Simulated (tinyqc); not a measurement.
Hubbard ring of 4 sites, step by step. One step of it, computed by the program tinyqc.

Problem. Mean-field iteration 2. H(up) = T + U n(down), H(down) = T + U n(up); fill the lowest levels; n(new) = n + mixing (n(out) - n); E = tr T (rho up + rho down) + U sum n_up n_down of the output.

one-body matrix (hopping and site energies) (eV):
```
           1          2          3          4
1  -0.740000  -1.340000   0.000000  -1.340000
2  -1.340000  -0.660000  -1.340000   0.000000
3   0.000000  -1.340000  -0.740000  -1.340000
4  -1.340000   0.000000  -1.340000  -0.560000
```

U = 9.700000 eV

electrons, up and down: 2  2

mixing = 0.200000

n(up) after iteration 1: 1 0.600039, 2 0.401176, 3 0.600039, 4 0.398745

n(down) after iteration 1: 1 0.402272, 2 0.599077, 3 0.402272, 4 0.596379

Give: levels, up; levels, down; energy; n(up) after iteration 2; n(down) after iteration 2.

Solution.

levels, up (eV): 1.310  3.162  5.188  7.041

levels, down (eV): 1.346  3.270  5.080  7.004

energy = -2.381 eV

n(up) after iteration 2: 1 0.648, 2 0.354, 3 0.648, 4 0.351

n(down) after iteration 2: 1 0.356, 2 0.646, 3 0.356, 4 0.642
